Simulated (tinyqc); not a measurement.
Inside a calculation. Model: size effects in the resistivity of thin metal films and interconnect lines. Computed by tinyqc, a small Python program that keeps every step. Command: `OMP_NUM_THREADS=1 python tinyqc.py 3000045 3000046 out.jsonl size walk`. One thread of a shared host (Intel(R) Xeon(R) Processor @ 2.30GHz), about 0.01 s of CPU time with the checks. Intermediate numbers are printed to about 6 digits and carried at full precision; extremes and crossings named in words are read from the listed rows.

Electrons lose their drift at surfaces (a share 1 - p of the hits) and at grain boundaries (reflection R), besides bulk scattering.

Inputs (values chosen for the exercise, modelled on copper): bulk resistivity rho_b = 1.73 microohm cm; bulk mean free path lambda = 41.7 nm; specularity p = 0; grain-boundary reflection R = 0.19; film thickness h = 4.5 nm; grain size over thickness = 1.8.

Geometry: film.

## Grain size

D = (ratio) h.

grain size D = 8.1 nm

## Grain boundaries

Mayadas-Shatzkes: alpha = (lambda/D) R/(1 - R); rho_b/rho = 1 - 3 alpha/2 + 3 alpha^2 - 3 alpha^3 ln(1 + 1/alpha).

alpha = 1.20759

rho/rho_b from grains = 2.65716

The linear estimate 1 + 3 alpha/2 gives 2.811, 6 % high; at large alpha the slope is 4/3.

## Surfaces

Fuchs-Sondheimer film: rho_b/rho = 1 - (3/(2 kappa))(1 - p) int_0^1 (s - s^3)(1 - exp(-kappa/s))/(1 - p exp(-kappa/s)) ds, f = rho/rho_b, kappa = thickness/lambda, 80 Gauss-Legendre points.

kappa = h/lambda = 0.107914

rho/rho_b from surfaces = 4.54745

The thick-film form 1 + 3 (1 - p)/(8 kappa) gives 4.475, a deviation of -1.6 %.

## Resistivity of the film

Both together (Mayadas-Shatzkes film): rho_b/rho = (rho_b/rho of the grains alone) - (6/(pi kappa))(1 - p) int_0^(pi/2) dphi int_0^1 ds (cos^2 phi/H^2)(s - s^3)(1 - exp(-kappa H/s))/(1 - p exp(-kappa H/s)), H = 1 + alpha/(cos phi sqrt(1 - s^2)), 40 x 80 Gauss-Legendre points. Sheet resistance rho/h; additive estimate rho_b (f_surface + f_grain - 1).

resistivity rho = 11.3382 microohm cm

sheet resistance = 25.1959 ohm

additive estimate = 10.7340 microohm cm

error of the additive estimate = -5.32864 %

Adding the two excesses (Matthiessen's rule) is 5.3 % low: grain boundaries also shorten the flights of the electrons that travel parallel to the surfaces and carry the current in a thin film.

## Exact and approximate surface terms

Thick-film form 1 + 3 (1 - p)/(8 kappa); thin-film form (4/3)((1 - p)/(1 + p))/(kappa ln(1/kappa)).

Rho/rho_b:
```
kappa       h (nm)    exact  thick-film form  thin-film form
0.01   4.17000e-01  26.4836          38.5000         28.9530
0.02   8.34000e-01  15.3329          19.7500         17.0415
0.05   2.08500e+00   7.7277           8.5000          8.9016
0.1    4.17000e+00   4.7817           4.7500          5.7906
0.2    8.34000e+00   3.0959           2.8750          4.1422
0.5    2.08500e+01   1.9161           1.7500               -
1      4.17000e+01   1.4623           1.3750               -
2      8.34000e+01   1.2208           1.1875               -
5      2.08500e+02   1.0810           1.0750               -
10     4.17000e+02   1.0390           1.0375               -
```

The thick-film form is within 5 % down to kappa = 2; at kappa = 0.01 it is 1.45 times the exact value and the thin-film form 1.09 times. The resistivity doubles between 8.34 and 20.9 nm. Rows thinner than about 5 nm only illustrate the formulas. Caution: below about 5 nm roughness, discontinuity and quantum confinement take over from this semiclassical model.

Checks made by the program: grain-boundary formula against its angular integral 3 int_0^1 c^3/(c + alpha) dc (relative difference below 1e-10); combined formula at alpha -> 0 against Fuchs-Sondheimer (relative difference 4e-08).
